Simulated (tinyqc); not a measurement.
# Via and link resistance from two via chains

Inverse problem. A chain of 2000 vias joined by 2000 metal links has R = 2000 (Rv + Rlink), with Rlink proportional to the link length. Find Rv, Rlink for length L, and the value of Rv that the short chain would give if the links were ignored.

resistance of chains of 2000 links with link lengths L and 3 L (ohm): 29400  61400

Answer. R per link is a straight line in the link length; its intercept at zero length is Rv.

Rv = 6.70 ohm
Rlink = 8.00 ohm
Rv without correction = 14.7 ohm

Program tinyqc, `OMP_NUM_THREADS=1 python tinyqc.py 2750149 2750150 out.jsonl`; Intel Xeon 2.30GHz, shared host, one thread, about 0.01 s.
